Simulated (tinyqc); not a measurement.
Inside a calculation. Model: threshold of a short bulk MOSFET: charge sharing, barrier lowering, narrow width.

Numbers from tinyqc (`OMP_NUM_THREADS=1 python tinyqc.py 2002186 2002187 out.jsonl`; about 0.01 s on one thread of a shared Intel Xeon 2.30GHz). Printed values are rounded.

n-channel device on a p-type body, depletion approximation, full ionisation. Uniform doping N = Na. Vbi from Boltzmann statistics is rough for the degenerate source. Cox = eps0 eox/tox.

Values chosen for this exercise; band and dielectric values close to those of silicon:
- T = 300 K (temperature)
- Eg = 1.12 eV (band gap)
- eps_r = 11.5 (relative permittivity)
- Nc = 2.78e19 cm^-3 (conduction-band density of states at T)
- Nv = 2.66e19 cm^-3 (valence-band density of states at T)
- eox = 25 (relative permittivity of the gate insulator (close to zirconium oxide))
- tox = 16 nm (insulator thickness)
- Na = 2.1e17 cm^-3 (channel doping)
- Nsd = 1e20 cm^-3 (source and drain doping)
- Vfb = -0.98 V (flat-band voltage for the doping Na)
- xj = 17 nm (junction depth)
- Vbs = -1 V (body-source voltage)
- Vds = 1 V (drain-source voltage)
- W = 530 nm (gate width)
- xw = 1.5708 (shape factor of the fringing depletion at the width edges)
- L = 300 nm (channel length)

Constants: q = 1.602176634e-19 C, kB = 1.380649e-23 J/K, Vt = kB T/q, eps0 = 8.8541878128e-14 F/cm where lengths are in cm. Results are converted to the units shown.

## Long-channel threshold and scales

ni = sqrt(Nc Nv) exp(-Eg/(2 Vt)), Eg in volts; 2 pB = 2 Vt ln(N/ni); flat band Vfb - Vt ln(N/Na); Wd = sqrt(2 eps0 eps_r (2 pB - Vbs)/(q N)); body term q N Wd/Cox; long-channel VT0 = flat band + 2 pB + body term; Vbi = Vt ln(N Nsd/ni^2); scale length l = sqrt((eps_r/eox) tox Wd).

N = 2.1e17 cm^-3
2 pB = 0.8685313 V
flat band = -0.98 V
Wd = 106.3466 nm
body term = 0.2586334 V
VT0 = 0.1471647 V
Vbi = 1.027930 V
l = 27.97697 nm

## Short-channel and narrow-width shifts

Charge sharing (trapezoid; it ignores Vds): F = (xj/L)(sqrt(1 + 2 Wd/xj) - 1), lowering = body term times F. Barrier lowering: th = exp(-L/(2 l)) + 2 exp(-L/l), lowering = th [2 (Vbi - 2 pB) + Vds], DIBL = th. Narrow width: rise = body term times xw Wd/W. VT by each model = VT0 - lowering + rise.

F = 0.1516276
lowering by charge sharing = 39.21595 mV
th = 0.004737675
lowering of the barrier = 6.248034 mV
DIBL = 4.737675 mV/V
narrow-width rise = 81.51794 mV
VT, charge sharing = 0.1894667 V
VT, barrier lowering = 0.2224346 V

L is 10.7 scale lengths. The charge-sharing lowering is 6.28 times the barrier lowering; the first falls off as 1/L and the second exponentially. Both describe the same loss of gate control, so they are alternatives and are not added.
